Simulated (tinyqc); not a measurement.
# AlGaN/GaN HEMT with access regions, lumped model: effects of single changes

A polarisation-induced electron sheet under a Schottky gate, in series with two ungated access regions and contacts. Drift law v = mu E/(1 + mu E/vs) under the gate. Currents in mA/mm, resistances in ohm mm. No self-heating, no channel-length modulation; fits for polarisation, barrier and offset are chosen for the exercise.

Values chosen for this exercise; values close to those of AlGaN/GaN structures: aluminium share of the barrier x = 0.22; barrier thickness d = 18 nm; relative permittivity of barrier and channel eps_r = 9.5; channel mobility mu = 1800 cm^2/(V s); saturation velocity vs = 1e7 cm/s; gate length Lg = 0.25 um; source access length Ls = 2 um; drain access length Ld = 4 um; resistance of each contact Rc = 0.19 ohm mm; share of the drain-access electrons removed by traps ft = 0; gate voltage Vg = -0.5 V.

Constants: q = 1.602176634e-19 C, eps0 = 8.8541878128e-14 F/cm where lengths are in cm. Results are converted to the units shown.

Each table varies one quantity; the others keep the values above.

## Effect of the source access length

sigma = (5e13 x + 1.6e13 x^2) cm^-2, phiB = 0.84 + 1.3 x, dEc = 0.7 (1.71 x + x^2) in volts, Cb = eps0 eps_r/d, VT = phiB - dEc - q sigma/Cb, access density n0 = -Cb VT/q. Access resistance R(L, n) = L/(q mu n sqrt(1 - (I/(q n vs))^2)); Rs = Rc + R(Ls, n0), Rd = Rc + R(Ld, (1 - ft) n0). Vg' = Vg - I Rs, Vd' = Vd - I (Rs + Rd); with u = Vg' - VT, Vc = vs Lg/mu and w the smaller of Vd' and Vc [sqrt(1 + 2 u/Vc) - 1] (0 if negative), the channel gives (mu Cb/Lg)(u w - w^2/2)/(1 + w/Vc). I equals that channel current. Isat is I at Vd = 10 V, gm = dIsat/dVg, Ron the limit of Vd/I at small Vd.

The same in every row: VT (V) = -3.208; n0 (cm^-2) = 9.357e12.

Result of one run:

| Ls (um) | Ron (ohm mm) | Isat (mA/mm) | gm (mS/mm) |
|---|---|---|---|
| 0.3 | 2.083 | 816.8 | 339.6 |

What becomes of these results when the source access length Ls is changed from 0.3 to 4 um, all else the same?

Result of the changed run:

| Ls (um) | Ron (ohm mm) | Isat (mA/mm) | gm (mS/mm) |
|---|---|---|---|
| 4 | 3.454 | 545.4 | 213.4 |

The whole series:

| Ls (um) | Ron (ohm mm) | Isat (mA/mm) | gm (mS/mm) |
|---|---|---|---|
| 0.1 | 2.009 | 842.4 | 355.2 |
| 0.3 | 2.083 | 816.8 | 339.6 |
| 0.6 | 2.194 | 782.2 | 320.1 |
| 1 | 2.343 | 741.6 | 299.2 |
| 1.5 | 2.528 | 697.8 | 278.3 |
| 2.5 | 2.898 | 626.3 | 246.8 |
| 4 | 3.454 | 545.4 | 213.4 |

As Ls goes from 0.1 to 4 um, Ron rises from 2.01 to 3.45 ohm mm, Isat falls from 842 to 545 mA/mm and gm falls from 355 to 213 mS/mm. The ceiling Cb vs is 467 mS/mm. In every row the power passes 5 W/mm, where self-heating, left out here, lowers the current.

## Effect of the gate length

Same model as above.

The same in every row: VT (V) = -3.208; n0 (cm^-2) = 9.357e12.

Results:

| Lg (um) | Ron (ohm mm) | Isat (mA/mm) | gm (mS/mm) |
|---|---|---|---|
| 0.05 | 2.625 | 755.5 | 271.9 |
| 0.09 | 2.643 | 728.0 | 269.5 |
| 0.16 | 2.674 | 693.2 | 265.7 |
| 0.29 | 2.731 | 647.3 | 259.3 |
| 0.52 | 2.832 | 590.9 | 249.5 |
| 1.7 | 3.350 | 441.8 | 213.1 |
| 3 | 3.920 | 358.5 | 186.2 |

Estimate the missing row, Lg = 0.93 um.

Computed row:

| Lg (um) | Ron (ohm mm) | Isat (mA/mm) | gm (mS/mm) |
|---|---|---|---|
| 0.93 | 3.012 | 523.1 | 234.8 |

With this row back in the table: As Lg goes from 0.05 to 3 um, Ron rises from 2.63 to 3.92 ohm mm, Isat falls from 755 to 359 mA/mm and gm falls from 272 to 186 mS/mm. The ceiling Cb vs is 467 mS/mm. For Lg = 0.05 to 0.93 um the power passes 5 W/mm, where self-heating, left out here, lowers the current.

## Effect of the gate voltage

Same model as above.

The same in every row: VT (V) = -3.208; n0 (cm^-2) = 9.357e12.

Effect of the gate voltage:

| Vg (V) | Ron (ohm mm) | Isat (mA/mm) | gm (mS/mm) |
|---|---|---|---|
| -2.8 | 3.332 | 67.60 | 219.5 |
| -2.2 | 2.898 | 212.1 | 254.4 |
| -1.6 | 2.788 | 368.4 | 264.6 |
| -1 | 2.738 | 527.9 | 265.6 |
| -0.3 | 2.706 | 711.7 | 258.1 |
| 0.3 | 2.688 | 862.7 | 243.9 |
| 0.9 | 2.676 | 1003 | 221.3 |
| 1.5 | 2.667 | 1126 | 189.7 |

What does the comparison show?

As Vg goes from -2.8 to 1.5 V, Ron falls from 3.33 to 2.67 ohm mm, Isat rises from 67.6 to 1130 mA/mm and gm goes from 219 through a maximum of 266 (at Vg = -1 V among the rows listed) to 190 mS/mm. The ceiling Cb vs is 467 mS/mm. For Vg = -1 to 1.5 V the power passes 5 W/mm, where self-heating, left out here, lowers the current. At Vg = 1.5 V Vg comes within 0.2 V of phiB or passes it, so at low drain current, as for Ron, the Schottky gate would conduct.

Program tinyqc, `OMP_NUM_THREADS=1 python tinyqc.py 2570125 2570126 out.jsonl`; Intel Xeon 2.30GHz, shared host, one thread, about 0.02 s.
